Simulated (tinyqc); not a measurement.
Gupta-type many-body potential for a metal: one step, computed by the program tinyqc. Command: `OMP_NUM_THREADS=1 python tinyqc.py 3031675 3031676 out.jsonl gupta walk`. One thread of a shared host (Intel(R) Xeon(R) Processor @ 2.30GHz), about 0.01 s of CPU time with the checks.

E_i = sum_j A exp(-p (r_ij/r0 - 1)) - xi rho_i^gamma, with rho_i = sum_j exp(-2 q (r_ij/r0 - 1)); gamma = 1/2 is the tight-binding second-moment form. The crystal is fcc unless stated; d is the neighbour distance and a fixed number of shells is kept.

Task: Equilibrium of the fcc crystal. fcc shells: d sqrt(k), k = 1..5, with 12, 6, 24, 12, 24 atoms; Omega = d^3/sqrt2. Equilibrium: dE/dd = 0; B = d^2 E''(d)/(9 Omega).

Inputs (values chosen for the exercise, modelled on platinum): repulsion A = 0.301 eV; hopping xi = 2.65 eV; decay p = 10.4; decay q = 3.97; reference distance r0 = 2.775 angstrom; shells kept = 1; embedding exponent gamma = 0.5.

Constants: 1 eV/angstrom^3 = 160.2176634 GPa.

Give: neighbour distance d; lattice constant; cohesive energy E_c; bulk modulus B.

Result:

neighbour distance d = 2.788 angstrom

lattice constant = 3.943 angstrom

cohesive energy E_c = 5.570 eV

bulk modulus B = 269.7 GPa
